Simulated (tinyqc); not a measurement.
Resistance of a tapered via with liner, size effect and interface: one step of the calculation.

A round via whose diameter grows from db at the bottom as D(z) = db + 2 z/tan(ang). The fill, of diameter D - 2 tl, starts above the bottom liner (thickness fb tl) and has rho = rho0 (1 + ks lam/(D - 2 tl)); the sidewall liner conducts in parallel with it. The bottom liner and the interface are crossed over the full area pi db^2/4. Spreading in the lines above and below is left out.

Question. Slices of the via. Slices between z0 = fb tl and hv, evaluated at their midpoints: conductance per length pi/4 [(D - 2 tl)^2/rho + (D^2 - (D - 2 tl)^2)/rl], slice resistance = slice height over that. 8 slices.

Parameters, values chosen for the exercise; fill metal close to ruthenium:
- db = 40 nm (diameter at the bottom)
- hv = 150 nm (height)
- ang = 88 degrees (sidewall angle)
- rho0 = 7.58 uohm cm (bulk resistivity of the fill)
- lam = 6.75 nm (mean free path of the fill)
- ks = 0.8 (size-effect factor)
- tl = 0.1 nm (liner on the sidewall)
- fb = 0.5 (liner at the bottom over that on the sidewall)
- rl = 220 uohm cm (resistivity of the liner)

Give: z; D; rho; slice resistance.

Answer.

```
slice,z (nm),D (nm),rho (uohm cm),slice resistance (ohm)
0,9.4219,40.658,8.5917,1.2522
1,28.166,41.967,8.5600,1.1706
2,46.909,43.276,8.5302,1.0967
3,65.653,44.585,8.5022,1.0296
4,84.397,45.894,8.4758,0.96844
5,103.14,47.203,8.4508,0.91256
6,121.88,48.513,8.4272,0.86138
7,140.63,49.822,8.4049,0.81437
```

Program tinyqc, `OMP_NUM_THREADS=1 python tinyqc.py 2750118 2750119 out.jsonl`; Intel Xeon 2.30GHz, shared host, one thread, about 0.01 s.
